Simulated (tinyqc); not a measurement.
## Stress from a rosette of three resistors

Inverse problem. In the (001) plane dR/R(0) = p11 sxx + p12 syy, dR/R(90) = p12 sxx + p11 syy and dR/R(45) = (p11 + p12)(sxx + syy)/2 + p44 sxy. Find the three stresses.

Inputs (values chosen for the exercise):
```
symbol,value,unit,meaning
p11,-109,x 1e-11/Pa,piezoresistive coefficient
p12,56.8,x 1e-11/Pa,piezoresistive coefficient
p44,-13.3,x 1e-11/Pa,piezoresistive coefficient
```

dR/R at 0, 45 and 90 degrees (%): -5.517  5.5295000  18.358200

Solution. The first and third give sxx and syy; the 45-degree value less their mean is p44 sxy.

sxx = -51.00 MPa
syy = -195.0 MPa
sxy = 67.00 MPa

tinyqc, about 0.01 s, one thread, Intel Xeon 2.30GHz (shared host): `OMP_NUM_THREADS=1 python tinyqc.py 2530007 2530008 out.jsonl`
